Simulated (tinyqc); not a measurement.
# Junction parameters from two forward currents

Problem. D(v) = J1 (exp(v/Vt) - 1) + J2 (exp(v/(2 Vt)) - 1). Find J1, J2 and the voltage 2 Vt ln(J2/J1) near which both parts are equal.

Values chosen for this exercise: temperature T = 300 K.

Constants: q = 1.602176634e-19 C, kB = 1.380649e-23 J/K, Vt = kB T/q. Results are converted to the units shown.

junction voltages (V): 0.27  0.67
currents (uA/um): 5.0597716e-7  0.72123366

Solution. The current is linear in J1 and J2, so two points give two equations.

J1 = 4.000e-12 uA/um
J2 = 2.000e-9 uA/um
crossover = 0.3213 V

tinyqc, about 0.2 s, one thread, Intel Xeon 2.30GHz (shared host): `OMP_NUM_THREADS=1 python tinyqc.py 2182254 2182255 out.jsonl`
